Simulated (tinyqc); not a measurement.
# Potential step from the flux

Problem. On one interval J = (q mu Vt/hx) [nb B(d) - na B(-d)], B(d) = d/(exp(d) - 1), d = (psi_b - psi_a)/Vt. Find psi_b - psi_a, and the step at which J would vanish.

Values chosen for this exercise: temperature T = 300 K; electron mobility mu = 1330 cm^2/(V s); density at the left node na = 7.3e13 cm^-3; density at the right node nb = 1.2e14 cm^-3; node spacing hx = 110 nm.

Constants: q = 1.602176634e-19 C, kB = 1.380649e-23 J/K, Vt = kB T/q. Results are converted to the units shown.

J = 337.55450 A/cm^2

Answer. B(d) falls and B(-d) rises with d, so J falls steadily with the step and one value matches. J = 0 needs nb/na = exp(d), the Boltzmann ratio.

psi_b - psi_a = -0.145 V
step for J = 0 = 0.0128 V

Program tinyqc, `OMP_NUM_THREADS=1 python tinyqc.py 2220117 2220118 out.jsonl`; Intel Xeon 2.30GHz, shared host, one thread, about 0.01 s.
